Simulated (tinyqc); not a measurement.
Scale length and length offset from two DIBL values.

Inverse problem. DIBL = exp(-Le/(2 l)) + 2 exp(-Le/l) with Le = L - dL. Find l, dL and the drawn length for a DIBL of 100 mV/V.

DIBL at drawn lengths 110 and 200 nm (mV/V): [144.33473, 18.581555]

Answer. With e = exp(-Le/(2 l)), 2 e^2 + e = DIBL gives e and so Le/l at each length; Le/l is a straight line in L with slope 1/l.

l = 24.0 nm
dL = 7.00 nm
length for 100 mV/V = 125 nm

tinyqc, about 0.01 s, one thread, Intel Xeon 2.30GHz (shared host): `OMP_NUM_THREADS=1 python tinyqc.py 2002047 2002048 out.jsonl`
